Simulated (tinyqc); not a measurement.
What each parameter does: band gaps under pressure and temperature from deformation potentials.

Murnaghan: V/V0 = (1 + Bp P/B0)^(-1/Bp), B0 = (C11 + 2 C12)/3. Each gap moves by a ln(V/V0) with its volume potential a, and falls with temperature by aV T^2/(T + bV) (Varshni); the two effects are added. No change of phase is considered.

Inputs chosen for the exercise (near those of GaSb, the X and L potentials typical of such crystals; the results hold for these values, not for the real material): Eg = 0.822 eV (gap at Gamma to the s-like level at 0 K, 0 GPa); EgX = 1.131 eV (gap to X at 0 K, 0 GPa); EgL = 0.882 eV (gap to L at 0 K, 0 GPa); C11 = 87.4 GPa; C12 = 39.9 GPa; Bp = 4.36 (pressure derivative of the bulk modulus); aG = -8.2 eV (volume potential of the Gamma gap); aX = 1.52 eV (volume potential of the X gap); aL = -2.82 eV (volume potential of the L gap); aV = (0.414, 0.489, 0.593) meV/K (Varshni alpha of Gamma, X, L); bV = (140, 94, 141) K (Varshni beta of Gamma, X, L); P = 0.9 GPa (pressure); T = 300 K (temperature).

Gaps at P and T.

Results for these values:
```
case  Gamma (eV)  X (eV)  L (eV)
base      0.8653  0.9956  0.8050
```

What happens to each result for aL = -2.538 eV, all else kept?

Answer: Gamma does not change at the printed digits; X does not change at the printed digits; L falls from 0.8050 to 0.8006.

The same for each parameter in turn:
```
case             Gamma (eV)  X (eV)  L (eV)
base                 0.8653  0.9956  0.8050
T = 350 K            0.8465  0.9724  0.7781
C11 = 96.14 GPa      0.8591  0.9967  0.8029
C12 = 35.91 GPa      0.8715  0.9944  0.8071
Bp = 4.796           0.8649  0.9957  0.8048
aG = -9.02 eV        0.8781  0.9956  0.8050
aX = 1.672 eV        0.8653  0.9932  0.8050
aL = -2.538 eV       0.8653  0.9956  0.8006
P = 0.81 GPa         0.8529  0.9979  0.8007
```

Run: tinyqc, `OMP_NUM_THREADS=1 python tinyqc.py 1081444 1081445 out.jsonl`; Intel(R) Xeon(R) Processor @ 2.30GHz, one thread, shared host; about 0.01 s of CPU time with all checks.
